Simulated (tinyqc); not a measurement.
Worked calculation (part 1 of 2): RHF in the sto-3g basis, for BeH+, spin multiplicity 1. Computed by tinyqc, a small Python program that keeps every step (integrals from PySCF). Settings: charge = 1, multiplicity = 1, basis = sto-3g, energy threshold = 1e-08, iteration cap = 76, orthogonalisation = symmetric, start = core, DIIS depth = 0, damping = 0.5, method = RHF. Command: `OMP_NUM_THREADS=1 python tinyqc.py 29853 29854 out.jsonl` (the two numbers bound the seeds that draw the settings). One thread of a shared host (Intel(R) Xeon(R) Processor @ 2.60GHz), about 0.07 s of CPU time with the checks. Later iterations appear only in the table of the cycle.

## One-electron integrals

Geometry (angstrom):
```
atom       x       y       z
Be    0.0000  0.0000  0.0000
H     0.0000  0.0000  1.2570
```

Basis sto-3g: exponents (1/bohr^2) and contraction coefficients of normalised primitives:
```
element  l (shell)  exponent  coefficient
Be           s (1)   30.1679       0.1543
Be           s (1)    5.4951       0.5353
Be           s (1)    1.4872       0.4446
Be           s (2)    1.3148      -0.1000
Be           s (2)    0.3055       0.3995
Be           s (2)    0.0994       0.7001
Be           p (3)    1.3148       0.1559
Be           p (3)    0.3055       0.6077
Be           p (3)    0.0994       0.3920
H            s (1)    3.4253       0.1543
H            s (1)    0.6239       0.5353
H            s (1)    0.1689       0.4446
```

Overlap, kinetic and nuclear-attraction integrals over the contracted functions; the nuclear repulsion is the sum of Za Zb / Rab.

nuclear repulsion = 1.683937 hartree

overlap S:
```
         1Be 1s  1Be 2s  1Be 2px  1Be 2py  1Be 2pz   2H 1s
1Be 1s   1.0000  0.2595   0.0000   0.0000   0.0000  0.0835
1Be 2s   0.2595  1.0000   0.0000   0.0000   0.0000  0.4939
1Be 2px  0.0000  0.0000   1.0000   0.0000   0.0000  0.0000
1Be 2py  0.0000  0.0000   0.0000   1.0000   0.0000  0.0000
1Be 2pz  0.0000  0.0000   0.0000   0.0000   1.0000  0.5478
2H 1s    0.0835  0.4939   0.0000   0.0000   0.5478  1.0000
```

kinetic energy T (hartree):
```
          1Be 1s   1Be 2s  1Be 2px  1Be 2py  1Be 2pz    2H 1s
1Be 1s    6.6940  -0.0330   0.0000   0.0000   0.0000  -0.0166
1Be 2s   -0.0330   0.2111   0.0000   0.0000   0.0000   0.0826
1Be 2px   0.0000   0.0000   0.6606   0.0000   0.0000   0.0000
1Be 2py   0.0000   0.0000   0.0000   0.6606   0.0000   0.0000
1Be 2pz   0.0000   0.0000   0.0000   0.0000   0.6606   0.2225
2H 1s    -0.0166   0.0826   0.0000   0.0000   0.2225   0.7600
```

nuclear attraction V (hartree):
```
           1Be 1s   1Be 2s  1Be 2px  1Be 2py  1Be 2pz    2H 1s
1Be 1s   -14.9821  -2.0085   0.0000   0.0000  -0.0205  -0.6518
1Be 2s    -2.0085  -2.6999   0.0000   0.0000  -0.1585  -1.3888
1Be 2px    0.0000   0.0000  -2.6394   0.0000   0.0000   0.0000
1Be 2py    0.0000   0.0000   0.0000  -2.6394   0.0000   0.0000
1Be 2pz   -0.0205  -0.1585   0.0000   0.0000  -2.7654  -1.5313
2H 1s     -0.6518  -1.3888   0.0000   0.0000  -1.5313  -2.8919
```

core Hamiltonian H = T + V (hartree):
```
          1Be 1s   1Be 2s  1Be 2px  1Be 2py  1Be 2pz    2H 1s
1Be 1s   -8.2881  -2.0415   0.0000   0.0000  -0.0205  -0.6684
1Be 2s   -2.0415  -2.4887   0.0000   0.0000  -0.1585  -1.3062
1Be 2px   0.0000   0.0000  -1.9788   0.0000   0.0000   0.0000
1Be 2py   0.0000   0.0000   0.0000  -1.9788   0.0000   0.0000
1Be 2pz  -0.0205  -0.1585   0.0000   0.0000  -2.1048  -1.3088
2H 1s    -0.6684  -1.3062   0.0000   0.0000  -1.3088  -2.1318
```

## Two-electron integrals

Functions are numbered as in S; the eight-fold symmetry (ij|kl) = (ji|kl) = (kl|ij) leaves the list below.

Two-electron integrals (ij|kl) in chemists' order, unique and non-zero (hartree):
```
(11|11) 2.2988   (21|11) 0.3920   (21|21) 0.0795   (22|11) 0.5710
(22|21) 0.1430   (22|22) 0.4177   (31|31) 0.0146   (32|31) 0.0219
(32|32) 0.0923   (33|11) 0.5696   (33|21) 0.1431   (33|22) 0.4176
(33|33) 0.4499   (41|41) 0.0146   (42|41) 0.0219   (42|42) 0.0923
(43|43) 0.0242   (44|11) 0.5696   (44|21) 0.1431   (44|22) 0.4176
(44|33) 0.4014   (44|44) 0.4499   (51|51) 0.0146   (52|51) 0.0219
(52|52) 0.0923   (53|53) 0.0242   (54|54) 0.0242   (55|11) 0.5696
(55|21) 0.1431   (55|22) 0.4176   (55|33) 0.4014   (55|44) 0.4014
(55|55) 0.4499   (61|11) 0.1253   (61|21) 0.0254   (61|22) 0.0459
(61|33) 0.0455   (61|44) 0.0455   (61|51) 0.0023   (61|52) 0.0043
(61|55) 0.0466   (61|61) 0.0085   (62|11) 0.2518   (62|21) 0.0637
(62|22) 0.1967   (62|33) 0.1898   (62|44) 0.1898   (62|51) 0.0084
(62|52) 0.0472   (62|55) 0.2101   (62|61) 0.0224   (62|62) 0.1282
(63|31) 0.0065   (63|32) 0.0286   (63|53) 0.0086   (63|63) 0.0133
(64|41) 0.0065   (64|42) 0.0286   (64|54) 0.0086   (64|64) 0.0133
(65|11) 0.2528   (65|21) 0.0649   (65|22) 0.2102   (65|33) 0.1978
(65|44) 0.1978   (65|51) 0.0139   (65|52) 0.0744   (65|55) 0.2346
(65|61) 0.0241   (65|62) 0.1572   (65|65) 0.2015   (66|11) 0.4155
(66|21) 0.1071   (66|22) 0.3655   (66|33) 0.3392   (66|44) 0.3392
(66|51) 0.0183   (66|52) 0.1259   (66|55) 0.4178   (66|61) 0.0391
(66|62) 0.2911   (66|65) 0.3819   (66|66) 0.7746
```

## Orthogonalisation

S = U s U^T; symmetric (Loewdin) form X = U s^(-1/2) U^T, so that X^T S X = 1.

eigenvalues of S: 0.2564  0.7931  1.0000  1.0000  1.1678  1.7827

X:
```
          1Be 1s   1Be 2s  1Be 2px  1Be 2py  1Be 2pz    2H 1s
1Be 1s    1.0275  -0.1454   0.0000   0.0000  -0.0107   0.0175
1Be 2s   -0.1454   1.1913   0.0000   0.0000   0.1799  -0.4054
1Be 2px   0.0000   0.0000   1.0000   0.0000   0.0000   0.0000
1Be 2py   0.0000   0.0000   0.0000   1.0000   0.0000   0.0000
1Be 2pz  -0.0107   0.1799   0.0000   0.0000   1.1964  -0.4440
2H 1s     0.0175  -0.4054   0.0000   0.0000  -0.4440   1.3570
```

## Starting guess

The start is the orbitals of the core Hamiltonian; D = 2 C_occ C_occ^T.

D at the start:
```
          1Be 1s   1Be 2s  1Be 2px  1Be 2py  1Be 2pz    2H 1s
1Be 1s    2.0763  -0.2443   0.0000   0.0000  -0.1786  -0.0788
1Be 2s   -0.2443   0.7120   0.0000   0.0000   0.6311   0.3268
1Be 2px   0.0000   0.0000   0.0000   0.0000   0.0000   0.0000
1Be 2py   0.0000   0.0000   0.0000   0.0000   0.0000   0.0000
1Be 2pz  -0.1786   0.6311   0.0000   0.0000   0.5602   0.2904
2H 1s    -0.0788   0.3268   0.0000   0.0000   0.2904   0.1506
```

## Iteration 1: building the Fock matrix

J_ij = sum D_kl (ij|kl), K_ij = sum D_kl (ik|jl); F = H + J - 0.5 K; E = tr D H + tr D J / 2 - 0.25 tr D K + E_nn.

Coulomb J (hartree):
```
         1Be 1s  1Be 2s  1Be 2px  1Be 2py  1Be 2pz   2H 1s
1Be 1s   5.6613  1.0486   0.0000   0.0000   0.0383  0.3442
1Be 2s   1.0486  1.9454   0.0000   0.0000   0.2010  1.0214
1Be 2px  0.0000  0.0000   1.9177   0.0000   0.0000  0.0000
1Be 2py  0.0000  0.0000   0.0000   1.9177   0.0000  0.0000
1Be 2pz  0.0383  0.2010   0.0000   0.0000   1.9912  1.1366
2H 1s    0.3442  1.0214   0.0000   0.0000   1.1366  1.9794
```

exchange K (hartree):
```
         1Be 1s  1Be 2s  1Be 2px  1Be 2py  1Be 2pz   2H 1s
1Be 1s   4.6457  0.7902   0.0000   0.0000   0.0235  0.2734
1Be 2s   0.7902  0.6096   0.0000   0.0000   0.4769  0.6349
1Be 2px  0.0000  0.0000   0.1236   0.0000   0.0000  0.0000
1Be 2py  0.0000  0.0000   0.0000   0.1236   0.0000  0.0000
1Be 2pz  0.0235  0.4769   0.0000   0.0000   0.5503  0.6620
2H 1s    0.2734  0.6349   0.0000   0.0000   0.6620  0.9232
```

Fock matrix F (hartree):
```
          1Be 1s   1Be 2s  1Be 2px  1Be 2py  1Be 2pz    2H 1s
1Be 1s   -4.9497  -1.3880   0.0000   0.0000   0.0062  -0.4609
1Be 2s   -1.3880  -0.8482   0.0000   0.0000  -0.1960  -0.6022
1Be 2px   0.0000   0.0000  -0.1229   0.0000   0.0000   0.0000
1Be 2py   0.0000   0.0000   0.0000  -0.1229   0.0000   0.0000
1Be 2pz   0.0062  -0.1960   0.0000   0.0000  -0.3888  -0.5032
2H 1s    -0.4609  -0.6022   0.0000   0.0000  -0.5032  -0.6140
```

total energy of this density = -14.595995 hartree

This density is the starting one.

## Iteration 1: diagonalisation and new density

Diagonalise F' = X^T F X, C = X C', fill 2 alpha and 2 beta electrons from the bottom; D = 2 C_occ C_occ^T; the new density keeps 0.5 of the old one (damping). Each column has its largest component positive (the first on a tie).

F' = X^T F X (hartree):
```
         1        2        3        4        5        6
1  -4.8429  -0.6866   0.0000   0.0000   0.0265  -0.0987
2  -0.6866  -0.4245   0.0000   0.0000  -0.0014  -0.3930
3   0.0000   0.0000  -0.1229   0.0000   0.0000   0.0000
4   0.0000   0.0000   0.0000  -0.1229   0.0000   0.0000
5   0.0265  -0.0014   0.0000   0.0000  -0.1583  -0.4215
6  -0.0987  -0.3930   0.0000   0.0000  -0.4215  -0.1521
```

orbital energies (hartree): MO1 -4.9523, MO2 -0.7631, MO3 -0.2418, MO4 -0.1229, MO5 -0.1229, MO6 0.3794

coefficients C:
```
             MO1      MO2      MO3      MO4     MO5      MO6
1Be 1s    0.9933  -0.1856  -0.2103   0.0000  0.0000   0.1094
1Be 2s    0.0245   0.4981   0.8065   0.0000  0.0000  -0.8590
1Be 2px   0.0000   0.0000   0.0000   0.9127  0.4086   0.0000
1Be 2py   0.0000   0.0000   0.0000  -0.4086  0.9127   0.0000
1Be 2pz  -0.0007   0.3707  -0.6126   0.0000  0.0000  -1.0717
2H 1s     0.0008   0.4698  -0.1869   0.0000  0.0000   1.3955
```

D after iteration 1:
```
          1Be 1s   1Be 2s  1Be 2px  1Be 2py  1Be 2pz    2H 1s
1Be 1s    2.0592  -0.1903   0.0000   0.0000  -0.1588  -0.1258
1Be 2s   -0.1903   0.6047   0.0000   0.0000   0.5002   0.3974
1Be 2px   0.0000   0.0000   0.0000   0.0000   0.0000   0.0000
1Be 2py   0.0000   0.0000   0.0000   0.0000   0.0000   0.0000
1Be 2pz  -0.1588   0.5002   0.0000   0.0000   0.4175   0.3193
2H 1s    -0.1258   0.3974   0.0000   0.0000   0.3193   0.2960
```

Within a degenerate level the vectors are fixed only up to a rotation; this is one choice.

## Iteration 2: building the Fock matrix

As before.

Coulomb J (hartree):
```
         1Be 1s  1Be 2s  1Be 2px  1Be 2py  1Be 2pz   2H 1s
1Be 1s   5.6207  1.0406   0.0000   0.0000   0.0376  0.3417
1Be 2s   1.0406  1.9354   0.0000   0.0000   0.2066  1.0283
1Be 2px  0.0000  0.0000   1.9047   0.0000   0.0000  0.0000
1Be 2py  0.0000  0.0000   0.0000   1.9047   0.0000  0.0000
1Be 2pz  0.0376  0.2066   0.0000   0.0000   1.9876  1.1514
2H 1s    0.3417  1.0283   0.0000   0.0000   1.1514  2.0250
```

exchange K (hartree):
```
         1Be 1s  1Be 2s  1Be 2px  1Be 2py  1Be 2pz   2H 1s
1Be 1s   4.6314  0.7985   0.0000   0.0000   0.0116  0.2690
1Be 2s   0.7985  0.6089   0.0000   0.0000   0.4593  0.6556
1Be 2px  0.0000  0.0000   0.1182   0.0000   0.0000  0.0000
1Be 2py  0.0000  0.0000   0.0000   0.1182   0.0000  0.0000
1Be 2pz  0.0116  0.4593   0.0000   0.0000   0.5304  0.6795
2H 1s    0.2690  0.6556   0.0000   0.0000   0.6795  1.0150
```

Fock matrix F (hartree):
```
          1Be 1s   1Be 2s  1Be 2px  1Be 2py  1Be 2pz    2H 1s
1Be 1s   -4.9831  -1.4001   0.0000   0.0000   0.0114  -0.4612
1Be 2s   -1.4001  -0.8577   0.0000   0.0000  -0.1816  -0.6057
1Be 2px   0.0000   0.0000  -0.1332   0.0000   0.0000   0.0000
1Be 2py   0.0000   0.0000   0.0000  -0.1332   0.0000   0.0000
1Be 2pz   0.0114  -0.1816   0.0000   0.0000  -0.3825  -0.4971
2H 1s    -0.4612  -0.6057   0.0000   0.0000  -0.4971  -0.6143
```

total energy of this density = -14.625731 hartree

This density is a damped mixture and is not idempotent.

## Iteration 2: diagonalisation and new density

As before.

F' = X^T F X (hartree):
```
         1        2        3        4        5        6
1  -4.8748  -0.6947   0.0000   0.0000   0.0288  -0.0960
2  -0.6947  -0.4261   0.0000   0.0000   0.0170  -0.4015
3   0.0000   0.0000  -0.1332   0.0000   0.0000   0.0000
4   0.0000   0.0000   0.0000  -0.1332   0.0000   0.0000
5   0.0288   0.0170   0.0000   0.0000  -0.1495  -0.4224
6  -0.0960  -0.4015   0.0000   0.0000  -0.4224  -0.1512
```

orbital energies (hartree): MO1 -4.9859, MO2 -0.7587, MO3 -0.2534, MO4 -0.1332, MO5 -0.1332, MO6 0.3963

coefficients C:
```
             MO1      MO2      MO3      MO4     MO5      MO6
1Be 1s    0.9931  -0.1867  -0.2085   0.0000  0.0000   0.1127
1Be 2s    0.0254   0.4993   0.7948   0.0000  0.0000  -0.8692
1Be 2px   0.0000   0.0000   0.0000   0.9990  0.0441   0.0000
1Be 2py   0.0000   0.0000   0.0000  -0.0441  0.9990   0.0000
1Be 2pz  -0.0016   0.3511  -0.6238   0.0000  0.0000  -1.0718
2H 1s     0.0003   0.4824  -0.1847   0.0000  0.0000   1.3915
```

D after iteration 2:
```
          1Be 1s   1Be 2s  1Be 2px  1Be 2py  1Be 2pz    2H 1s
1Be 1s    2.0507  -0.1632   0.0000   0.0000  -0.1465  -0.1527
1Be 2s   -0.1632   0.5522   0.0000   0.0000   0.4253   0.4395
1Be 2px   0.0000   0.0000   0.0000   0.0000   0.0000   0.0000
1Be 2py   0.0000   0.0000   0.0000   0.0000   0.0000   0.0000
1Be 2pz  -0.1465   0.4253   0.0000   0.0000   0.3320   0.3290
2H 1s    -0.1527   0.4395   0.0000   0.0000   0.3290   0.3807
```

Within a degenerate level the vectors are fixed only up to a rotation; this is one choice.

## Iteration 3: building the Fock matrix

As before.

Coulomb J (hartree):
```
         1Be 1s  1Be 2s  1Be 2px  1Be 2py  1Be 2pz   2H 1s
1Be 1s   5.5982  1.0362   0.0000   0.0000   0.0371  0.3402
1Be 2s   1.0362  1.9298   0.0000   0.0000   0.2091  1.0318
1Be 2px  0.0000  0.0000   1.8975   0.0000   0.0000  0.0000
1Be 2py  0.0000  0.0000   0.0000   1.8975   0.0000  0.0000
1Be 2pz  0.0371  0.2091   0.0000   0.0000   1.9852  1.1591
2H 1s    0.3402  1.0318   0.0000   0.0000   1.1591  2.0494
```

exchange K (hartree):
```
         1Be 1s  1Be 2s  1Be 2px  1Be 2py  1Be 2pz   2H 1s
1Be 1s   4.6238  0.8026   0.0000   0.0000   0.0051  0.2663
1Be 2s   0.8026  0.6110   0.0000   0.0000   0.4481  0.6680
1Be 2px  0.0000  0.0000   0.1157   0.0000   0.0000  0.0000
1Be 2py  0.0000  0.0000   0.0000   0.1157   0.0000  0.0000
1Be 2pz  0.0051  0.4481   0.0000   0.0000   0.5153  0.6858
2H 1s    0.2663  0.6680   0.0000   0.0000   0.6858  1.0646
```

Fock matrix F (hartree):
```
          1Be 1s   1Be 2s  1Be 2px  1Be 2py  1Be 2pz    2H 1s
1Be 1s   -5.0018  -1.4066   0.0000   0.0000   0.0141  -0.4613
1Be 2s   -1.4066  -0.8644   0.0000   0.0000  -0.1734  -0.6084
1Be 2px   0.0000   0.0000  -0.1392   0.0000   0.0000   0.0000
1Be 2py   0.0000   0.0000   0.0000  -0.1392   0.0000   0.0000
1Be 2pz   0.0141  -0.1734   0.0000   0.0000  -0.3772  -0.4926
2H 1s    -0.4613  -0.6084   0.0000   0.0000  -0.4926  -0.6147
```

total energy of this density = -14.642716 hartree

This density is a damped mixture and is not idempotent.

## Iteration 3: diagonalisation and new density

As before.

F' = X^T F X (hartree):
```
         1        2        3        4        5        6
1  -4.8927  -0.6988   0.0000   0.0000   0.0298  -0.0944
2  -0.6988  -0.4283   0.0000   0.0000   0.0273  -0.4065
3   0.0000   0.0000  -0.1392   0.0000   0.0000   0.0000
4   0.0000   0.0000   0.0000  -0.1392   0.0000   0.0000
5   0.0298   0.0273   0.0000   0.0000  -0.1432  -0.4220
6  -0.0944  -0.4065   0.0000   0.0000  -0.4220  -0.1515
```

orbital energies (hartree): MO1 -5.0046, MO2 -0.7566, MO3 -0.2598, MO4 -0.1392, MO5 -0.1392, MO6 0.4052

coefficients C:
```
             MO1      MO2      MO3      MO4     MO5      MO6
1Be 1s    0.9930  -0.1880  -0.2069   0.0000  0.0000   0.1144
1Be 2s    0.0258   0.5023   0.7872   0.0000  0.0000  -0.8743
1Be 2px   0.0000   0.0000   0.0000  -0.0752  0.9972   0.0000
1Be 2py   0.0000   0.0000   0.0000   0.9972  0.0752   0.0000
1Be 2pz  -0.0020   0.3373  -0.6301   0.0000  0.0000  -1.0725
2H 1s    -0.0001   0.4892  -0.1868   0.0000  0.0000   1.3889
```

D after iteration 3:
```
          1Be 1s   1Be 2s  1Be 2px  1Be 2py  1Be 2pz    2H 1s
1Be 1s    2.0467  -0.1504   0.0000   0.0000  -0.1387  -0.1684
1Be 2s   -0.1504   0.5291   0.0000   0.0000   0.3820   0.4655
1Be 2px   0.0000   0.0000   0.0000   0.0000   0.0000   0.0000
1Be 2py   0.0000   0.0000   0.0000   0.0000   0.0000   0.0000
1Be 2pz  -0.1387   0.3820   0.0000   0.0000   0.2798   0.3295
2H 1s    -0.1684   0.4655   0.0000   0.0000   0.3295   0.4297
```

Within a degenerate level the vectors are fixed only up to a rotation; this is one choice.

## Iteration 4: building the Fock matrix

As before.

Coulomb J (hartree):
```
         1Be 1s  1Be 2s  1Be 2px  1Be 2py  1Be 2pz   2H 1s
1Be 1s   5.5860  1.0338   0.0000   0.0000   0.0367  0.3394
1Be 2s   1.0338  1.9267   0.0000   0.0000   0.2101  1.0333
1Be 2px  0.0000  0.0000   1.8935   0.0000   0.0000  0.0000
1Be 2py  0.0000  0.0000   0.0000   1.8935   0.0000  0.0000
1Be 2pz  0.0367  0.2101   0.0000   0.0000   1.9837  1.1628
2H 1s    0.3394  1.0333   0.0000   0.0000   1.1628  2.0619
```

exchange K (hartree):
```
         1Be 1s  1Be 2s  1Be 2px  1Be 2py  1Be 2pz   2H 1s
1Be 1s   4.6199  0.8045   0.0000   0.0000   0.0015  0.2646
1Be 2s   0.8045  0.6145   0.0000   0.0000   0.4407  0.6755
1Be 2px  0.0000  0.0000   0.1148   0.0000   0.0000  0.0000
1Be 2py  0.0000  0.0000   0.0000   0.1148   0.0000  0.0000
1Be 2pz  0.0015  0.4407   0.0000   0.0000   0.5038  0.6865
2H 1s    0.2646  0.6755   0.0000   0.0000   0.6865  1.0907
```

Fock matrix F (hartree):
```
          1Be 1s   1Be 2s  1Be 2px  1Be 2py  1Be 2pz    2H 1s
1Be 1s   -5.0121  -1.4100   0.0000   0.0000   0.0155  -0.4613
1Be 2s   -1.4100  -0.8693   0.0000   0.0000  -0.1688  -0.6106
1Be 2px   0.0000   0.0000  -0.1426   0.0000   0.0000   0.0000
1Be 2py   0.0000   0.0000   0.0000  -0.1426   0.0000   0.0000
1Be 2pz   0.0155  -0.1688   0.0000   0.0000  -0.3730  -0.4892
2H 1s    -0.4613  -0.6106   0.0000   0.0000  -0.4892  -0.6152
```

total energy of this density = -14.652057 hartree

This density is a damped mixture and is not idempotent.

## Iteration 4: diagonalisation and new density

As before.

F' = X^T F X (hartree):
```
         1        2        3        4        5        6
1  -4.9027  -0.7007   0.0000   0.0000   0.0302  -0.0934
2  -0.7007  -0.4307   0.0000   0.0000   0.0331  -0.4097
3   0.0000   0.0000  -0.1426   0.0000   0.0000   0.0000
4   0.0000   0.0000   0.0000  -0.1426   0.0000   0.0000
5   0.0302   0.0331   0.0000   0.0000  -0.1386  -0.4210
6  -0.0934  -0.4097   0.0000   0.0000  -0.4210  -0.1524
```

orbital energies (hartree): MO1 -5.0149, MO2 -0.7558, MO3 -0.2632, MO4 -0.1426, MO5 -0.1426, MO6 0.4096

coefficients C:
```
             MO1      MO2      MO3      MO4     MO5      MO6
1Be 1s    0.9930  -0.1892  -0.2055   0.0000  0.0000   0.1154
1Be 2s    0.0260   0.5058   0.7821   0.0000  0.0000  -0.8768
1Be 2px   0.0000   0.0000   0.0000   0.7973  0.6035   0.0000
1Be 2py   0.0000   0.0000   0.0000  -0.6035  0.7973   0.0000
1Be 2pz  -0.0022   0.3275  -0.6338   0.0000  0.0000  -1.0734
2H 1s    -0.0003   0.4931  -0.1902   0.0000  0.0000   1.3871
```

D after iteration 4:
```
          1Be 1s   1Be 2s  1Be 2px  1Be 2py  1Be 2pz    2H 1s
1Be 1s    2.0451  -0.1450   0.0000   0.0000  -0.1335  -0.1777
1Be 2s   -0.1450   0.5211   0.0000   0.0000   0.3566   0.4822
1Be 2px   0.0000   0.0000   0.0000   0.0000   0.0000   0.0000
1Be 2py   0.0000   0.0000   0.0000   0.0000   0.0000   0.0000
1Be 2pz  -0.1335   0.3566   0.0000   0.0000   0.2472   0.3262
2H 1s    -0.1777   0.4822   0.0000   0.0000   0.3262   0.4580
```

Within a degenerate level the vectors are fixed only up to a rotation; this is one choice.
